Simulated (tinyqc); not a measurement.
A particle near a wafer in liquid: double-layer and van der Waals forces (DLVO), deposition barrier and removal: one step, computed by the program tinyqc. Command: `OMP_NUM_THREADS=1 python tinyqc.py 3112653 3112654 out.jsonl dlvo walk`. One thread of a shared host (Intel(R) Xeon(R) Processor @ 2.30GHz), about 0.01 s of CPU time with the checks.

Sphere and flat wall, Derjaguin approximation, constant potentials in the linear-superposition form, no retardation and no hydration force.

Question. The curve. U(h) = Z R exp(-kappa h) - A R/(6 h); F(h) = -dU/dh = kappa Z R exp(-kappa h) - A R/(6 h^2), positive for repulsion.

Inputs (values chosen for the exercise, of the order of those for silica on silicon in water): particle radius R = 310 nm; Hamaker constant A = 1.3e-20 J; temperature T = 343 K.

kappa = 0.2097297 1/nm

Z = 1.989255 pN

Constants: k_B = 1.380649e-23 J/K.

Give: the table «Against the gap» with the columns kappa h, U (k_B T), F (pN), for h (nm) = 0.4, 0.6, 1.0, 1.5, 2.5, 4.0, 7.0, 12.0, 20.0, 40.0.

Answer.

Against the gap:
```
h (nm)  kappa h   U (k_B T)      F (pN)
0.4       0.084  -2.348e+02  -4.079e+03
0.6       0.126  -1.216e+02  -1.752e+03
1.0       0.210  -3.625e+01  -5.668e+02
1.5       0.315   5.159e-01  -2.041e+02
2.5       0.524   2.035e+01  -3.091e+01
4.0       0.839   2.082e+01   1.392e+01
7.0       1.468   9.736e+00   1.609e+01
12.0      2.517  -1.308e+00   5.776e+00
20.0      4.195  -5.128e+00   2.708e-01
40.0      8.389  -3.516e+00  -3.904e-01
```

Caution: in rows with kappa h below 1 linear superposition is only rough.
